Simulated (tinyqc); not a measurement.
# Frequency dispersion of an accumulation capacitance by border traps, distributed model, step by step

Numbers from tinyqc (`OMP_NUM_THREADS=1 python tinyqc.py 2202191 2202192 out.jsonl`; about 0.4 s on one thread of a shared Intel Xeon 2.30GHz). Printed values are rounded.

Traps spread evenly through the insulator exchange electrons with the semiconductor by tunnelling, with tau(x) = t0 exp(2 ka x) at depth x from the interface. The admittance per area Y seen at depth x obeys dY/dx = -Y^2/(i w eps0 eox) + q Nb ln(1 + i w tau)/tau, with Y(0) = i w Cs and w = 2 pi f; the gate sees Y(tox) = G + i w C. Working variable y = Y/(i w), in uF/cm^2. Cox = eps0 eox/tox.

Values chosen for this exercise; permittivity close to that of hafnium oxide:
- eox = 19.2 (relative permittivity of the insulator)
- tox = 5 nm (insulator thickness)
- Cs = 4.2 uF/cm^2 (semiconductor capacitance in accumulation)
- Nb = 1.1e19 cm^-3 eV^-1 (density of border traps)
- ka = 6.3 1/nm (decay constant of the wave function in the insulator)
- t0 = 1e-10 s (time constant of a trap at the interface)
- f = 1e6 Hz (frequency)
- xe = 0.98 nm (depth down to which the steps are taken)

Constants: q = 1.602176634e-19 C, eps0 = 8.8541878128e-14 F/cm where lengths are in cm. Results are converted to the units shown.

## Scales and lumped estimate

Cox; trap-free value 1/(1/Cox + 1/Cs); response depth d = ln(1/(w t0))/(2 ka), where w tau = 1; lumped estimate: all traps within d act as C_bt = q Nb d placed at d/2, so C = 1/{1/[1/(1/Cs + d/(2 eps0 eox)) + C_bt] + (tox - d/2)/(eps0 eox)}.

Cox = 3.40001 uF/cm^2
trap-free C = 1.87895 uF/cm^2
d = 0.585116 nm
C_bt = 0.103121 uF/cm^2
lumped C = 1.90236 uF/cm^2

The traps within reach amount to 0.0246 Cs and lie in the first 11.7 % of the insulator.

## Midpoint steps through the active depth

In terms of y: dy/dx = -y^2/(eps0 eox) + s(x), s = q Nb ln(1 + z)/z, z = i w tau. 9 midpoint steps of h = xe/9: y_half = y + (h/2) y'(x, y), y(new) = y + h y'(x + h/2, y_half).

```
point,x (nm),s (uF/(cm^2 nm)),y (uF/cm^2)
0,0,0.176239-0.000055i,4.20000+0.00000i
1,0.108889,0.176239-0.000218i,4.10871-0.00001i
2,0.217778,0.176234-0.000861i,4.02210-0.00006i
3,0.326667,0.176152-0.003392i,3.93983-0.00024i
4,0.435556,0.174902-0.013234i,3.86158-0.00095i
5,0.544444,0.158786-0.045106i,3.78658-0.00364i
6,0.653333,0.087320-0.070283i,3.71061-0.01046i
7,0.762222,0.027698-0.042333i,3.62985-0.01622i
8,0.871111,0.007407-0.017293i,3.54891-0.01841i
9,0.98,0.001903-0.006055i,3.47045-0.01869i
```

## Capacitance and conductance at the gate

y at xe = 3.47045-0.01869i uF/cm^2

Beyond xe the traps are ignored, so 1/y(tox) = 1/y(xe) + (tox - xe)/(eps0 eox); C = Re y, G/w = -Im y, loss tangent G/(w C).

y at the gate = 1.90617-0.00564i uF/cm^2
C = 1.90617 uF/cm^2
G/w = 0.00563796 uF/cm^2
loss tangent = 0.00295775

A fine integration over the whole insulator gives C = 1.9062 and G/w = 0.005808 uF/cm^2; the coarse G/w is 2.9 % below that. The fine C is 1.4 % above the trap-free value, and the lumped estimate is 0.20 % below the fine result.
